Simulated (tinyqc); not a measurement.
Geometry optimisation on the unrestricted LDA (VWN5)/6-31g surface (energies and gradients from PySCF), for H2+, spin multiplicity 2, step by step. One step of it, computed by the program tinyqc.

Problem. Step 3: move. Quasi-Newton step p = -H^(-1) g (the inverse Hessian comes from BFGS updates; coordinates in the order x, y, z of each atom); steps longer than 0.5 bohr are cut back.

positions after step 2 (bohr):
```
           x         y          z
1H  0.000000  0.000000  -0.384952
2H  0.000000  0.000000   1.594377
```

gradient (hartree/bohr):
```
             x           y            z
1H  0.00000000  0.00000000   0.01649555
2H  0.00000000  0.00000000  -0.01649555
```

inverse Hessian in use (bohr^2/hartree):
```
          1         2         3         4         5         6
1  6.666667  0.000000  0.000000  0.000000  0.000000  0.000000
2  0.000000  6.666667  0.000000  0.000000  0.000000  0.000000
3  0.000000  0.000000  5.709372  0.000000  0.000000  0.957295
4  0.000000  0.000000  0.000000  6.666667  0.000000  0.000000
5  0.000000  0.000000  0.000000  0.000000  6.666667  0.000000
6  0.000000  0.000000  0.957295  0.000000  0.000000  5.709372
```

Give: positions after step 3.

Solution.

positions after step 3 (bohr):
```
         x       y        z
1H  0.0000  0.0000  -0.4633
2H  0.0000  0.0000   1.6728
```
